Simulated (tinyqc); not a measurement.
Short-channel transistor, virtual-source model with series resistance: one step of the calculation.

The current per gate width is the charge at the top of the source barrier (the virtual source) times its velocity times a saturation function; al and be are fitting constants of the model. Units: I in uA/um, Rs in ohm um, so I Rs = 1e-6 I Rs in volts; Q in uC/cm^2, so I = 1e-4 Q vx0 Fsat with vx0 in cm/s.

Question. What the series resistance costs. Intrinsic voltages Vg' = Vgs - I Rs, Vd' = Vds - 2 I Rs. n = n0 + nd Vd', VT = VT0 - dl Vd', Ff = 1/(1 + exp((Vg' - VT + al Vt/2)/(al Vt))), Q = Cinv n Vt ln(1 + exp((Vg' - VT + al Vt Ff)/(n Vt))), Vdsat = (vx0 L/mu)(1 - Ff) + Vt Ff, Fsat = u/(1 + u^be)^(1/be) with u = Vd'/Vdsat, and I = Q vx0 Fsat per width. I0 is the current for Rs = 0. Effective velocity I/Q; transit time L Q/I.

Inputs (values chosen for the exercise):

| symbol | value | unit | meaning |
|---|---|---|---|
| T | 273 | K | temperature |
| Cinv | 1.37 | uF/cm^2 | inversion capacitance |
| vx0 | 1.69e7 | cm/s | velocity at the virtual source |
| mu | 180 | cm^2/(V s) | apparent mobility |
| L | 16 | nm | channel length |
| VT0 | 0.31 | V | threshold at zero drain voltage |
| dl | 0.036 | V/V | drain-induced barrier lowering |
| n0 | 1.56 |  | subthreshold factor |
| nd | 0.2 | 1/V | growth of n with drain voltage |
| al | 3.5 |  | threshold shift (in units of Vt) from weak to strong inversion |
| be | 1.6 |  | sharpness of saturation |
| Rs | 30 | ohm um | series resistance of each contact |
| Vgs | 0.5 | V | gate voltage |
| Vds | 0.5 | V | drain voltage |

Constants: q = 1.602176634e-19 C, kB = 1.380649e-23 J/K, Vt = kB T/q. Results are converted to the units shown.

converged I = 423.01436 uA/um
I0 = 452.94929 uA/um

Wanted: loss against I0; effective velocity; transit time.

Answer.

loss against I0 = 6.6089 %
effective velocity = 1.5509e7 cm/s
transit time = 0.10316 ps

The carriers leave the virtual source at 91.8 % of vx0: the device is in saturation.

Computed by the program tinyqc: `OMP_NUM_THREADS=1 python tinyqc.py 2380008 2380009 out.jsonl`, one thread of a shared Intel Xeon 2.30GHz, about 0.01 s for the whole run.
